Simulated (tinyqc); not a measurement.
Raising U: Hubbard chain of 4 sites, mean field against exact. Computed by the program tinyqc. 

one-body matrix (hopping and site energies) (eV):
```
         1        2        3        4
1   0.0000  -1.0700   0.0000   0.0000
2  -1.0700   0.0000  -1.0700   0.0000
3   0.0000  -1.0700   0.0000  -1.0700
4   0.0000   0.0000  -1.0700   0.0000
```

electrons, up and down: 2  2

Collinear unrestricted mean field (the lowest of 40 random starts) against exact diagonalisation.

Exact and mean-field results (eV):
```
U          U/t   E exact  E mean field  mean |n_up - n_down|  double occupancy, exact  first gap in the sector
0.540    0.505  -4.27347      -4.24519                 0.000                    0.224                    1.173
1.070    1.000  -3.82564      -3.71519                 0.000                    0.199                    1.047
2.140    2.000  -3.07726      -2.67183                 0.393                    0.152                    0.844
3.210    3.000  -2.51175      -1.97093                 0.697                    0.114                    0.692
4.280    4.000  -2.08987      -1.53472                 0.820                    0.085                    0.578
6.420    6.000  -1.53217      -1.04967                 0.918                    0.049                    0.425
8.560    8.000  -1.19537      -0.79401                 0.953                    0.031                    0.332
12.840  12.000  -0.82183      -0.53251                 0.979                    0.015                    0.229
21.400  20.000  -0.50142      -0.32046                 0.993                    0.006                    0.140
```

In absolute terms mean field is worst at U/t = 4.0, 0.555 eV too high: at small U it is nearly exact, and at large U it misses only exchange-scale energies. Its local moments set in at U/t = 2.0 of those listed, a broken symmetry that the exact state of a finite cluster with equal spins does not have. Relative to the exact energy its error is 0.7 % at the smallest U, 36 % at most and 36 % at the largest. The double occupancy falls from 0.224 to 0.006; at the largest U the first gap is 0.65 times the exchange scale 4t^2/U.
